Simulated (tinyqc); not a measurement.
X-ray reflectivity of a thin film on silicon: critical angles, Parratt recursion, fringes and roughness. From one set of inputs to another, one input at a time. Computed by tinyqc, a small Python program. Command: `OMP_NUM_THREADS=1 python tinyqc.py 3120577 3120578 out.jsonl xrr ladder`. One thread of a shared host (Intel(R) Xeon(R) Processor @ 2.30GHz), about 0.01 s of CPU time with the checks.

n = 1 - delta + i beta; the classical electron radius is r_e = 2.8179403e-6 nm. Layer 0 is vacuum, 1 the film, 2 the substrate.

The inputs printed are set A. Set A is modelled on TiN on silicon, copper K-alpha radiation; the values taken over come from a set modelled on TaN on silicon, copper K-alpha radiation. Inputs not listed in the table keep their values of set A, so the rows need not describe a real material.

Inputs (values chosen for the exercise, modelled on TiN on silicon, copper K-alpha radiation):

| quantity | value | unit |
|---|---|---|
| wavelength lambda | 0.15406 | nm |
| film density rho | 5.23 | g/cm^3 |
| effective electrons per unit mass, film | 0.473 | mol/g |
| beta/delta, film | 0.07 | - |
| film thickness d | 68.8 | nm |
| roughness of the surface sigma_1 | 0.8 | nm |
| roughness of the interface sigma_2 | 0.57 | nm |
| substrate density | 2.33 | g/cm^3 |
| effective electrons per unit mass, substrate | 0.507 | mol/g |
| beta/delta, substrate | 0.023 | - |
| grazing angle theta | 0.878 | degrees |

Constants: N_A = 6.02214076e+23 1/mol.

Method:
- delta = r_e lambda^2 rho_e/(2 pi), rho_e = density x electrons per mass x N_A; critical angle sqrt(2 delta), q_c = 4 sqrt(pi r_e rho_e).
- k_j = (2 pi/lambda) sqrt(sin^2 theta - 2 delta_j + 2 i beta_j); r_ij = (k_i - k_j)/(k_i + k_j) x exp(-2 k_i k_j sigma^2) (Nevot-Croce); r = (r_01 + r_12 p)/(1 + r_01 r_12 p), p = exp(2 i k_1 d); R = |r|^2.
- Far above the critical angle the period is d theta = lambda/(2 d), or 2 pi/d in q; the envelope runs between (|r_01| - |r_12 p|)^2 and (|r_01| + |r_12 p|)^2; contrast = 2 a b/(a^2 + b^2) with a = |r_01|, b = |r_12 p|; roughness factors on the amplitudes are about exp(-q^2 sigma^2/2).

Each row keeps all changes above it:

| input moved | from | to | contrast | period in theta (degrees) | roughness factor, surface |
|---|---|---|---|---|---|
| set A | - | - | 0.74199 | 0.06415 | 6.0658e-01 |
| roughness of the surface sigma_1 (nm) | 0.8 | 1.1 | 0.92592 | 0.06415 | 3.8862e-01 |
| roughness of the interface sigma_2 (nm) | 0.57 | 0.72 | 0.87287 | 0.06415 | 3.8862e-01 |
| beta/delta, film | 0.07 | 0.08 | 0.84615 | 0.06415 | 3.8862e-01 |
| grazing angle theta (degrees) | 0.878 | 2.33 | 0.10304 | 0.06415 | 1.2900e-03 |
| film thickness d (nm) | 68.8 | 7.03 | 0.08798 | 0.62781 | 1.2900e-03 |
| film density rho (g/cm^3) | 5.23 | 14.9 | 0.06157 | 0.62781 | 1.2900e-03 |

Contrast goes from 0.742 to 0.0616, a factor 0.0830 in all. The largest single move comes from grazing angle theta (a factor 0.122), and roughness of the surface sigma_1 works against it (a factor 1.25). Period in theta goes from 0.0641 to 0.628, a factor 9.79 in all. The largest single move comes from film thickness d (a factor 9.79). Roughness factor, surface goes from 0.607 to 0.00129, a factor 0.00213 in all. The largest single move comes from grazing angle theta (a factor 0.00332). The single moves hold for this order of the switches; the total does not depend on the order.

Extremes, crossings and ranges named in words are read from the listed rows.
